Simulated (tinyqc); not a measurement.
From results back to parameters: two-level Kane dispersion of a narrow-gap semiconductor. Three cases, with inputs chosen for the exercise.

Problem. In the two-level Kane model E = Eg/2 + sqrt(Eg^2/4 + (2/3) Ep c k^2), c = hbar^2/2m0, and the momentum mass is m(k) = (3/(2 Ep)) sqrt(Eg^2 + (8/3) Ep c k^2). It is given at the Fermi wave vectors kF = (3 pi^2 n)^(1/3) of two densities (1 cm^-3 = 1e-24 angstrom^-3).

Constants: hbar^2/2m0 = 3.80998211 eV angstrom^2.

Case 1.

Values chosen (out of a larger set: a narrow-gap II-VI alloy; not measured data): n12 = (1.9e+16, 1.1e+18) cm^-3 (two densities).

masses at the two densities (m0): 0.02484073  0.04197764

Case 2.

Values chosen (out of a larger set: near those of InAs; not measured data): n12 = (8.5e+15, 1.3e+18) cm^-3 (two densities).

masses at the two densities (m0): 0.03015453  0.04571668

Case 3.

Values chosen (out of a larger set: near those of grey Sn; not measured data): n12 = (1.8e+16, 1.2e+18) cm^-3 (two densities).

masses at the two densities (m0): 0.02714359  0.04142261

Find: kF^2; Ep; edge mass; |Eg|.

Solution.

Case 1.

kF^2 (1/angstrom^2): 6.8147e-05  0.0010199

Ep = 19.0 eV
edge mass = 0.02313 m0
|Eg| = 0.293 eV

m^2 = m0*^2 + (6 c/Ep) kF^2 is a straight line in kF^2: the slope gives Ep, the intercept the edge mass, and |Eg| = (2/3) Ep m0*. The sign of Eg does not enter. The two-level form takes Dso as infinite, which overstates the mass where Dso is not large against Eg.

Case 2.

kF^2 (1/angstrom^2): 3.9862e-05  0.0011400

Ep = 21.3 eV
edge mass = 0.02944 m0
|Eg| = 0.418 eV

m^2 = m0*^2 + (6 c/Ep) kF^2 is a straight line in kF^2: the slope gives Ep, the intercept the edge mass, and |Eg| = (2/3) Ep m0*. The sign of Eg does not enter. The two-level form takes Dso as infinite, which overstates the mass where Dso is not large against Eg.

Case 3.

kF^2 (1/angstrom^2): 6.5735e-05  0.0010808

Ep = 23.7 eV
edge mass = 0.02595 m0
|Eg| = 0.410 eV

m^2 = m0*^2 + (6 c/Ep) kF^2 is a straight line in kF^2: the slope gives Ep, the intercept the edge mass, and |Eg| = (2/3) Ep m0*. The sign of Eg does not enter. For Eg < 0 the edge mass does not depend on Dso, which enters only as EF nears it.

Computed by tinyqc, one run a case: `OMP_NUM_THREADS=1 python tinyqc.py N N+1 out.jsonl` with N = 1051016, 1051034, 1051041; one thread of a shared Intel(R) Xeon(R) Processor @ 2.30GHz, about 0.01 s a run at most.
